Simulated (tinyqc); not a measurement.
# Sputter depth profiling of a dopant layer: erosion rate, quantification and the mixing-roughness response, step by step

A worked calculation. Computed by tinyqc, a small Python program that keeps every step. Command: `OMP_NUM_THREADS=1 python tinyqc.py 3012785 3012786 out.jsonl sims walk`. One thread of a shared host (Intel(R) Xeon(R) Processor @ 2.30GHz), about 0.02 s of CPU time with the checks. Intermediate numbers are printed to about 5 digits and carried at full precision; extremes and crossings named in words are read from the listed rows.

A rastered ion beam erodes silicon (49.94 atoms per nm^3). The measured profile is the true one convolved with a depth response.

Inputs (values chosen for the exercise, modelled on a dopant in silicon under an oxygen or caesium beam):
```
quantity                               value    unit
beam energy E                            2.1     keV
beam current                              46      nA
raster side                              300      um
sputter yield at 1 keV                   1.1       -
mixing length at 1 keV                   1.3      nm
roughness sigma                         0.59      nm
depth of the layer z0                     30      nm
sheet density Q                      7.5e+13  1/cm^2
relative sensitivity factor RSF      5.7e+21  1/cm^3
matrix count rate                     630000     1/s
background count rate                    2.5     1/s
counting time per point                    1       s
level that defines the junction C_B    2e+17  1/cm^3
```

True profile: delta layer.

Constants: e = 1.602176634e-19 C.

## Erosion and sensitivity

Scaling chosen for the exercise: yield Y = Y1 E^0.5, mixing length w = w1 E^0.5 (E in keV). Erosion rate = Y I/(e x raster^2 x density); depth step = rate x counting time; concentration = RSF x counts/matrix counts; detection limit = RSF x 3 sqrt(background x time)/(matrix rate x time).

yield Y = 1.5941

mixing length w = 1.8839 nm

erosion rate = 0.10183 nm/s

depth step = 0.10183 nm

detection limit = 4.2917e+16 1/cm^3

Caution: with so few background counts Poisson statistics, not 3 sqrt(N), set the true limit.

## Measured shape

Mixing alone turns a layer at z0 into (1/w) exp(-(z - z0 + w)/w) for z > z0 - w; roughness adds a Gaussian of width sigma. With x = z - z0 + w: g(x) = (1/(2w)) exp(sigma^2/(2 w^2) - x/w) erfc((sigma/w - x/sigma)/sqrt2), and its integral G(x) = (1/2) erfc(-x/(sigma sqrt2)) - w g(x). Measured: Q g(x), 1 nm = 1e-7 cm. Find the maximum, the full width at half maximum and the deep point where the profile falls to C_B; far down, the trailing edge decays by w ln(10) per decade.

depth of the maximum = 28.851 nm

peak concentration = 2.3337e+20 1/cm^3

full width at half maximum = 2.6194 nm

apparent junction depth = 42.519 nm

trailing slope = 4.3378 nm/decade

The true deep edge lies at 30 nm, so the junction appears 12.5 nm too deep.

## Moments

Convolution adds means and variances: the response has mean 0 (shift -w plus exponential mean w) and variance w^2 + sigma^2; a delta layer adds none.

centroid = 30 nm

standard deviation = 1.9741 nm

maximum minus centroid = -1.1488 nm

The centroid stays at the true position while the maximum lies nearer the surface, so depth is read from the centroid.

## Points of the profile

Counts = concentration x matrix rate x time/RSF + background x time; relative noise 1/sqrt(counts). Depths are z0 - w + k (w + sigma), k = -0.5, 0, 0.5, 1, 2, 3, 5, 8, 12.

Profile:
```
k     z (nm)  measured (1/cm^3)      counts  relative noise
-0.5  26.879         6.4362e+18  7.1387e+02         0.03743
0.0   28.116         1.5766e+20  1.7428e+04         0.00757
0.5   29.353         2.0877e+20  2.3077e+04         0.00658
1.0   30.590         1.1245e+20  1.2432e+04         0.00897
2.0   33.064         3.0248e+19  3.3456e+03         0.01729
3.0   35.538         8.1355e+18  9.0168e+02         0.03330
5.0   40.486         5.8853e+17  6.7548e+01         0.12167
8.0   47.907         1.1451e+16  3.7656e+00         0.51533
12.0  57.803         5.9925e+13  2.5066e+00         0.63162
```

## Beam energy: resolution against speed

Width = full width at half maximum; the apparent junction is the deep point where the profile falls to C_B; time to profile to twice z0 = 2 z0/erosion rate, at fixed current.

Measured values:
```
E (keV)  w (nm)  peak (1/cm^3)  width (nm)  apparent junction (nm)  time (min)
0.15     0.5035     4.1585e+20      1.6467                  34.331      36.746
0.25     0.6500     3.8570e+20      1.7468                  35.247      28.463
0.50     0.9192     3.3862e+20      1.9332                  36.912      20.126
1.00     1.3000     2.8769e+20      2.2009                  39.191      14.232
2.00     1.8385     2.3685e+20      2.5866                  42.266      10.063
4.00     2.6000     1.8949e+20      3.1389                  46.379       7.116
8.00     3.6770     1.4786e+20      3.9207                  51.842       5.032
```

From the highest to the lowest energy the width goes from 3.92 to 1.65 nm, towards the floor set by roughness, 2.355 sigma = 1.39 nm, and the junction error from 21.8 to 4.33 nm, at 7.3 times the time. Extrapolating the tail slope to zero energy separates mixing from real diffusion. Caution: the surface transient, segregation under the beam and the growth of roughness with depth are left out, and real yields fall faster near the sputter threshold.

Checks made by the program: dose under the measured profile (relative difference below 1e-10).
